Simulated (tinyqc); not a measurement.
Worked calculation: cyclotron resonance of ellipsoidal valleys, Si type. Values are carried at full precision from step to step, so a last printed digit may differ when a step is redone from the rounded ones.

Valleys along [100], [010], [001] (each with its opposite partner), mass ml along the axis and mt across it. B lies in the (1-10) plane, b = (sin(theta)/sqrt2, sin(theta)/sqrt2, cos(theta)). For the angle phi between B and the axis, 1/mc^2 = cos^2(phi)/mt^2 + sin^2(phi)/(mt ml). Resonance: h nu = 2 muB B/mc, h = 2 pi hbar.

Constants: hbar = 6.58211957e-16 eV s; muB = 5.788381798e-05 eV/T.

Values chosen for the exercise (near those of Si; the results hold for these values, not for the real material): theta = 62 degrees (angle of B from [001] towards [110]); ml = 0.939 m0 (longitudinal mass); mt = 0.188 m0 (transverse mass); nu = 140 GHz (microwave frequency); tau = 93 ps (scattering time).

## Angles to the valley axes

Give b and cos^2(phi) for each axis.

b: [0.6243, 0.6243, 0.4695]

cos^2(phi): [100] 0.3898, [010] 0.3898, [001] 0.2204

## Cyclotron masses and resonance fields

For each axis, mc and B = h nu mc/(2 muB).

Resonances:
```
axis   mc (m0)   B (T)
[100]   0.2627  1.3141
[010]   0.2627  1.3141
[001]   0.3064  1.5324
```

2 distinct masses appear; the limits are mt = 0.188 (B along the axis) and sqrt(ml mt) = 0.4202 (B across it).

## The same from the mass tensor

For the valley along [001]: M = mt 1 + (ml - mt) a a^T, and mc^2 = det M/(b M b).

M (m0), rows x, y, z and columns alike:
```
[[0.1880, 0, 0],
 [0, 0.1880, 0],
 [0, 0, 0.9390]]
```

det M = 0.033188
b M b = 0.3535
mc = 0.3064 m0

## Line shape

For linear polarisation and one isotropic mass the absorbed power goes as P = [1 + (w^2 + wc^2) tau^2]/([1 + (wc^2 - w^2) tau^2]^2 + 4 w^2 tau^2), w = 2 pi nu. List it for wc/w = 0, 0.5, 0.8, 0.9, 1, 1.1, 1.2, 1.5 and 2, which is B over the resonance field.

w tau = 81.807

Power:
```
wc/w          P
0.0   0.0001494
0.5   0.0003319
0.8    0.001884
0.9    0.007382
1.0      0.5000
1.1    0.007378
1.2    0.001876
1.5   0.0003106
2.0   8.300e-05
```

The largest listed value lies at wc/w = 1.0, 3346.8 times the zero-field value. With w tau well above 1 the line is sharp, of relative half width about 1/(w tau). The closest two lines of this crystal are 16.6 % apart, so they are resolved.

## Checks

- Rotation frequency of dv/dt = -M^-1 (v x b) for the valley along [001], in units of e B/m0, against 1/mc: both 3.2638.

Run: tinyqc, `OMP_NUM_THREADS=1 python tinyqc.py 1281165 1281166 out.jsonl`; Intel(R) Xeon(R) Processor @ 2.30GHz, one thread, shared host; about 0.01 s of CPU time with all checks.
